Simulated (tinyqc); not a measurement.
Coverage along the feature as the dose grows: atomic layer deposition: Langmuir saturation, growth per cycle and coating of deep features. Computed by tinyqc, a small Python program. Command: `OMP_NUM_THREADS=1 python tinyqc.py 3024646 3024647 out.jsonl ald walk`. One thread of a shared host (Intel(R) Xeon(R) Processor @ 2.30GHz), about 0.01 s of CPU time with the checks.

Precursor A sticks only on free sites, so a long enough pulse saturates; co-reactant B then frees the sites again.

Inputs (values chosen for the exercise, modelled on aluminium oxide from trimethylaluminium and water): precursor mass M = 72 u; site density q = 4.5 1/nm^2; sticking probability beta on free sites = 0.041; precursor pressure p = 4.3 Pa; temperature T = 175 C; pulse time t = 0.0036 s; desorption energy E_d = 1.38 eV; aspect ratio a = 5.5.

Feature: long trench.

Constants: u = 1.6605390666e-27 kg; k_B = 1.380649e-23 J/K; k_B = 8.617333262e-05 eV/K.

Method:
- Wall flux F = p/sqrt(2 pi M k_B T); rate of filling k_a = beta F/q; desorption k_d = 1e13 exp(-E_d/(k_B T)) per second. 1/m^2 = 1e-18/nm^2.
- Temperatures in kelvin are T(C) + 273.15.
- Diffusion-limited filling (Gordon) of a long trench of width w, hydraulic diameter 2w, so that a is replaced by a/2 in the hole formula: t = (q/F)(1 + 19a/8 + 3a^2/8). Reaction-limited filling needs ln(100)/k_a at any depth, k_a = beta F/q. Flow is molecular. The front picture holds when the modulus (a/2) sqrt(beta) is well above 1.
- Depth reached by the given pulse: solve the same formula for a. Exposure = p x diffusion-limited time; 1 langmuir = 1.33322e-4 Pa s.
- Continuum model with steady gas transport: d2n/dz2 = 3 beta (1 - th) n/d_h^2 (d_h the hydraulic diameter, n = 1 at the mouth, no flux at the floor, 60 cells), d th/dt = beta F n (1 - th)/q; no desorption. Times are multiples of the larger of the Gordon time and ln(100)/k_a.

diffusion-limited time = 0.00181267 s

time to 99 % without desorption, ln(100)/k_a = 0.00801383 s

flux F = 63071.7 1/(nm^2 s)

modulus = 0.556833

Coverage:
```
multiple     t (s)  top cell  quarter depth  half depth  three quarters  floor cell
0.05      0.000401     0.205          0.179       0.161           0.150       0.146
0.10      0.000801     0.368          0.329       0.300           0.283       0.277
0.20      0.001603     0.600          0.557       0.523           0.502       0.495
0.40      0.003206     0.841          0.814       0.791           0.777       0.772
0.60      0.004808     0.936          0.924       0.913           0.906       0.904
0.80      0.006411     0.975          0.969       0.965           0.962       0.961
1.00      0.008014     0.990          0.988       0.986           0.985       0.984
1.30      0.010418     0.997          0.997       0.996           0.996       0.996
```

What does the comparison show, and why?

At a multiple of 0.2 the coverage is 0.60 at the top and 0.49 at the floor. The coverage falls gradually with depth, without a sharp front. In the last row the floor reaches 0.996. Caution: the modulus is not well above 1 or the Gordon time is under three times ln(100)/k_a, so there is no sharp front: the Gordon time is only a lower bound and the reaction time must be met as well.
